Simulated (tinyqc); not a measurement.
Weakening the contact bond: metal-induced gap states at the contact of a metal chain and a two-band chain.

The semiconductor alternates sites A at -Eg/2 and C at +Eg/2 with hopping -t; the gap runs from -Eg/2 to Eg/2. In the gap cosh(q a) = 1 + (Eg^2/4 - E^2)/(2 t^2) and the amplitude changes by -exp(-q a) a period. The metal has site energy 0 and hopping -tm; its end site has g_m = (E - i sqrt(4 tm^2 - E^2))/(2 tm^2). Sites 1, 2, ... count into the semiconductor, with energies e1, e2 alternating. The clean half chain has g1 = 1/(E - e1 - t^2 g2), g2 = 1/(E - e2 - t^2 g1), decaying root. With the contact G11 = 1/(1/g1 - tc^2 g_m), and the density on site j is -Im G_jj/pi = |psi_j/psi_1|^2 (-Im G11/pi), per spin, with psi_2/psi_1 = -t g2, psi_3/psi_2 = -t g1.

Constants: e^2/(4 pi eps0) = 14.39964547 eV angstrom.

Values chosen for the exercise (gap and optical dielectric constant near those of GaN; the chain itself is a model; shifted at random, so the results belong to these values and not to a real crystal): Eg = 3.36 eV (gap); t = 2.63 eV (hopping in the semiconductor); tm = 2.46 eV (hopping in the metal); end = A (site that touches the metal); a = 3.19 angstrom (period (two sites); one chain for each area a^2); eps = 5.2 (dielectric constant); E = 0.75 eV (energy from mid-gap).

At the given E, tc is varied, as by a thin spacer. xi = 1/(2q), N = 2 (summed density)/a^2, S = 1/(1 + 4 pi e^2 N xi/eps) with xi and eps kept.

Against tc:
```
tc (eV)  D1 (1/eV)  summed density (1/eV)       S
0.10       0.00004                0.00015  0.9971
0.50       0.00101                0.00372  0.9329
0.80       0.00261                0.00958  0.8436
1.20       0.00592                0.02176  0.7038
1.80       0.01326                0.04875  0.5147
2.50       0.02361                0.08678  0.3734
3.50       0.03263                0.11995  0.3012
```

Give the missing row, tc (eV) = 0.25.

Computed row:
```
tc (eV)  D1 (1/eV)  summed density (1/eV)       S
0.25       0.00025                0.00093  0.9824
```

For a weak bond the density goes as tc^2 (ratio 6.26 between 0.25 and 0.1 eV, against 6.25). It is largest at tc = 3.5 eV among these rows, the end of the table; the peak may lie just before or beyond it. S is 0.997 at 0.1 eV and has its least value, 0.301, in that row.

Computed by tinyqc, a small Python program: `OMP_NUM_THREADS=1 python tinyqc.py 1452598 1452599 out.jsonl` (the numbers bound the seed that draws the inputs); one thread of a shared host (Intel(R) Xeon(R) Processor @ 2.30GHz), about 0.01 s for the whole set of steps.
